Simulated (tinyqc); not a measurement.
Mass and optical strength against direction: two-band tight binding of a puckered layer.

With X = kx ax/2 and Y = ky ay/2: h = t2 + 2 cos(Y) (t1 exp(iX) + t3 exp(-iX)) + t5 exp(2iX), d = 4 t4 cos(X) cos(Y), H = [[d, h], [h*, d]], E = d -/+ |h|.

Inputs chosen for the exercise (near a published set for monolayer black phosphorus; shifted at random, so the results belong to these values and not to a real crystal): ax = 4.61 angstrom (period along x (armchair)); ay = 3.34 angstrom (period along y (zigzag)); t1 = -1.209 eV (along the zigzag); t2 = 3.617 eV (across the pucker); t3 = -0.225 eV (second in the sheet); t4 = -0.108 eV (same sublattice); t5 = -0.052 eV (far across).

masses (m0):
```
                x        y
electron  0.14835  0.82795
hole      0.16291  1.12161
```

chi = -4.77596 eV angstrom

Angle from x. 1/m(theta) = cos^2/mx + sin^2/my. Near Gamma only x-polarised light couples the bands, with strength chi^2 cos^2(theta), chi = ax (t1 - t3 + t5) = d Im(h)/dkx; the positions of the atoms inside the cell, which would change this dipole but not the masses, are left out. The last column is the transition energy at |k| = 0.1 1/angstrom from the full bands, less the gap.

Against angle:
```
theta (deg)  m_e (m0)  m_h (m0)  strength (eV^2 angstrom^2)  rise of the transition (eV)
0               0.148     0.163                       22.81                       0.4272
15              0.157     0.173                       21.28                       0.4058
30              0.187     0.207                       17.11                       0.3460
45              0.252     0.285                       11.40                       0.2615
60              0.386     0.454                        5.70                       0.1730
75              0.634     0.804                        1.53                       0.1053
85              0.800     1.074                        0.17                       0.0827
90              0.828     1.122                        0.00                       0.0798
```

The light-mass direction rules: at 45 degrees the electron mass is still 0.252, 1.70 times the value along x, against 5.6 times at 90 degrees. At |k| = 0.1 the transition has risen 5.4 times as much along x as along y.

tinyqc: `OMP_NUM_THREADS=1 python tinyqc.py 1481731 1481732 out.jsonl`; about 0.01 s, one thread, shared Intel(R) Xeon(R) Processor @ 2.30GHz.
